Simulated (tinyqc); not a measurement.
# Worked calculation: a double barrier with mass mismatch, transfer matrices

tinyqc, about 0.04 s, one thread, Intel Xeon 2.30GHz (shared host): `OMP_NUM_THREADS=1 python tinyqc.py 2560029 2560030 out.jsonl` Printed values are rounded.

One electron of energy E comes from the left lead (band edge 0); no transverse momentum. Parabolic bands, masses in units of m0, C = hbar^2/(2 m0); psi and psi'/m are continuous at every interface. Barrier d1, well Lw, barrier d2; the right lead equals the left one.

Values chosen for this exercise; masses and offsets close to those of GaN wells and AlGaN barriers:
```
symbol  value  unit                       meaning
mL        0.2    m0         mass in the left lead
U1        0.6    eV                barrier height
m1       0.28    m0                  barrier mass
d1        1.4    nm    width of the first barrier
Lw          2    nm  well width (edge 0, mass mL)
d2        1.4    nm   width of the second barrier
E       0.792    eV               electron energy
```

Constants: q = 1.602176634e-19 C, hbar = 1.054571817e-34 J s, m0 = 9.1093837015e-31 kg, hbar^2/(2 m0) = 0.0380998212 eV nm^2. Results are converted to the units shown.

Range of the model: Masses are held fixed, although real bands cease to be parabolic a few tenths of an eV from their edges (inside a barrier too).

## Wave numbers

k = sqrt(m (E - U)/C) where E > U, K = sqrt(m (U - E)/C) where E < U; v = k/m in the leads.

Layers:
```
   U (eV)  m (m0)  d (nm)  k or K (1/nm)  which
1     0.6    0.28     1.4        1.18787      k
2       0     0.2       2        2.03899      k
3     0.6    0.28     1.4        1.18787      k
```

vL = 10.1950 1/nm
vR = 10.1950 1/nm

## Matrices of the layers

For the pair (psi, psi'/m) a flat layer has M = [[cos kd, (m/k) sin kd], [-(k/m) sin kd, cos kd]] with k = sqrt(m (E - U)/C) above its edge U, and M = [[cosh Kd, (m/K) sinh Kd], [(K/m) sinh Kd, cosh Kd]] with K = sqrt(m (U - E)/C) below it. M12 is in nm, M21 in 1/nm.

M of layer 1:
```
            1           2
1  -0.0920881    0.234715
2    -4.22436  -0.0920881
```

M of layer 2:
```
           1           2
1  -0.592694  -0.0790024
2    8.21132   -0.592694
```

M of layer 3:
```
            1           2
1  -0.0920881    0.234715
2    -4.22436  -0.0920881
```

## Product of the matrices

The matrix of the later layer stands to the left: M = M_n ... M_2 M_1; det M = 1.

M:
```
          1         2
1  0.374425  0.477322
2  -1.80131  0.374425
```

## Transmission and reflection

The matrix M carries (psi, psi'/m) across the stack, and v = k/m in each lead. psi = 1 + r at the left edge (incident amplitude 1) and t at the right edge. With det M = 1, a = i vR M11 - M21 and b = -vL vR M12 - i vL M22: t = 2 i vL/(a - b), r = -(a + b)/(a - b), T(E) = (vR/vL) |t|^2, R(E) = |r|^2.

t = 0.057621+0.388035i
r = 0.909865-0.135109i
T(E) = 0.153892
R(E) = 0.846108

T(E) + R(E) = 1: the current is conserved.
